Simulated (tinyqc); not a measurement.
Free and trapped electrons in a MOS channel with a dense trap tail: one step of the calculation.

p-type body, charge-sheet picture, full ionisation (an idealisation for deep acceptors), Boltzmann statistics for free electrons. e = Ec - EF at the surface. Acceptor-like traps of density D(E) = D0 + De exp(-E/Ew) at depth E below Ec, from 0 to Eu, hold n_t = integral of D(E)/(1 + exp((e - E)/Vt)). psi = Eg - Vt ln(Nv/Na) - e; N_dep = sqrt(2 eps0 eps_r Na (psi - Vt)/q); n_f = sqrt(N_dep^2 + 2 eps0 eps_r Vt Nc exp(-e/Vt)/q) - N_dep; Vg = Vfb + psi + q (N_dep + n_t + n_f)/Cox, Cox = eps0 eox/tox.

Question. Charges and gate voltage. psi, N_dep, n_f and Vg as defined, with the n_t given; free share n_f/(n_f + n_t); apparent mobility mf n_f/(n_f + n_t); gate voltage spent on traps q n_t/Cox.

Inputs (values chosen for the exercise); band and dielectric values close to those of silicon: temperature T = 400 K; band gap Eg = 1.11 eV; relative permittivity eps_r = 11.9; conduction-band density of states at T Nc = 4.31e19 cm^-3; valence-band density of states at T Nv = 4.1e19 cm^-3; relative permittivity of the insulator eox = 3.9; insulator thickness tox = 59 nm; acceptor density Na = 5.5e16 cm^-3; flat-band voltage without trapped charge Vfb = -0.68 V; mobility of free electrons mf = 84 cm^2/(V s); Ec - EF at the surface e = 0.206 eV.

Constants: q = 1.602176634e-19 C, kB = 1.380649e-23 J/K, Vt = kB T/q, eps0 = 8.8541878128e-14 F/cm where lengths are in cm. Results are converted to the units shown.

n_t = 9.1934981e10 cm^-2

Give: psi; N_dep; n_f; Vg; free share; apparent mobility; gate voltage spent on traps.

Answer.

psi = 0.6760 V
N_dep = 6.812e11 cm^-2
n_f = 3.548e10 cm^-2
Vg = 2.210 V
free share = 27.84 %
apparent mobility = 23.39 cm^2/(V s)
gate voltage spent on traps = 0.2517 V

Program tinyqc, `OMP_NUM_THREADS=1 python tinyqc.py 2222142 2222143 out.jsonl`; Intel Xeon 2.30GHz, shared host, one thread, about 0.02 s.
